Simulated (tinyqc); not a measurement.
# Resistance of a tapered via with liner, size effect and interface: two fill metals against the diameter

A round via whose diameter grows from db at the bottom as D(z) = db + 2 z/tan(ang). The fill, of diameter D - 2 tl, starts above the bottom liner (thickness fb tl) and has rho = rho0 (1 + ks lam/(D - 2 tl)); the sidewall liner conducts in parallel with it. The bottom liner and the interface are crossed over the full area pi db^2/4. Spreading in the lines above and below is left out.

Slices between z0 = fb tl and hv, evaluated at their midpoints: conductance per length pi/4 [(D - 2 tl)^2/rho + (D^2 - (D - 2 tl)^2)/rl], slice resistance = slice height over that. 2000 slices. R_fill = sum of the slices; R_bottom = rl fb tl/(pi db^2/4); R_interface = ri/(pi db^2/4). The second fill has rho2, lam2 and tl2 in place of rho0, lam and tl.

Inputs (values chosen for the exercise); fill metal close to ruthenium: height hv = 29 nm; sidewall angle ang = 86 degrees; bulk resistivity of the fill rho0 = 7.77 uohm cm; mean free path of the fill lam = 6.77 nm; size-effect factor ks = 0.7; liner on the sidewall tl = 0.3 nm; liner at the bottom over that on the sidewall fb = 0.7; resistivity of the liner rl = 290 uohm cm; interface resistivity at the bottom ri = 1.8e-12 ohm cm^2; ballistic conductance per area, about 3/(4 rho0 lam) Sb = 1.5e15 S/m^2; bulk resistivity of the second fill (close to molybdenum) rho2 = 5.45 uohm cm; its mean free path lam2 = 11.1 nm; its liner tl2 = 0.1 nm.

Two fill metals against the diameter:

| db (nm) | R, first fill (ohm) | R, second fill (ohm) | ratio second/first |
|---|---|---|---|
| 6 | 120.72 | 85.710 | 0.71000 |
| 8.5 | 58.645 | 41.542 | 0.70837 |
| 12 | 28.840 | 20.246 | 0.70202 |
| 17 | 14.131 | 9.7990 | 0.69345 |
| 24 | 6.9937 | 4.7879 | 0.68461 |
| 35 | 3.2494 | 2.1959 | 0.67578 |
| 49 | 1.6442 | 1.1002 | 0.66915 |
| 70 | 0.80028 | 0.53098 | 0.66350 |
| 100 | 0.39019 | 0.25720 | 0.65916 |

What does the comparison show?

The ratio goes from 0.710 to 0.659. The second fill gives the lower R in every row.

Computed by the program tinyqc: `OMP_NUM_THREADS=1 python tinyqc.py 2750049 2750050 out.jsonl`, one thread of a shared Intel Xeon 2.30GHz, about 0.01 s for the whole run.
